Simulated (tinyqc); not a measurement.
Octagonal on-chip spiral inductor, lumped pi model: one step of the calculation.

Outer diameter do = di + 2 n wd + 2 (n - 1) sp, mean da = (do + di)/2, fill p = (do - di)/(do + di), length l = 3.314 n da. L = 2.25 mu0 n^2 da/(1 + 3.55 p), mu0 = 4 pi 1e-7 H/m. Rs = rho l/(wd delta (1 - exp(-th/delta))), delta = sqrt(rho/(pi f mu0)). Cs = n wd^2 eps0 eo/hu across the coil. At each end Cox = l wd eps0 eo/(2 ho) leads to the substrate branch Rsi = 2 rs he/(l wd) in parallel with Csi = l wd eps0 11.7/(2 he). With one end grounded Y = 1/(Rs + i w L) + i w Cs + 1/[1/(i w Cox) + 1/(1/Rsi + i w Csi)], w = 2 pi f; Q = -Im Y/Re Y. Eddy currents in neighbouring turns and in the substrate are left out.

Question. Admittance, quality factor and apparent inductance. Series branch 1/(Rs + i w L), substrate branch, total Y, Q = -Im Y/Re Y, apparent inductance Im(1/Y)/w, metal-only value w L/Rs, share of the loss in the substrate Re(substrate branch)/Re Y.

Inputs (values chosen for the exercise):
- f = 1.7 GHz (frequency)

L = 6.0891015 nH
Rs = 7.7708421 ohm
Cs = 2.7625066 fF
Cox = 23.225842 fF
Rsi = 1.0470165e5 ohm
Csi = 9.8942088 fF

Wanted: series branch; substrate branch; Y; Q; apparent inductance; w L/Rs; share of the loss in the substrate.

Answer.

series branch = 1.81-15.16i mS
substrate branch = 0.00469+0.07424i mS
Y = 1.82-15.05i mS
Q = 8.291
apparent inductance = 6.129 nH
w L/Rs = 8.370
share of the loss in the substrate = 0.2585 %

Q is 99.1 % of the metal-only value.

tinyqc, about 0.01 s, one thread, Intel Xeon 2.30GHz (shared host): `OMP_NUM_THREADS=1 python tinyqc.py 2302015 2302016 out.jsonl`
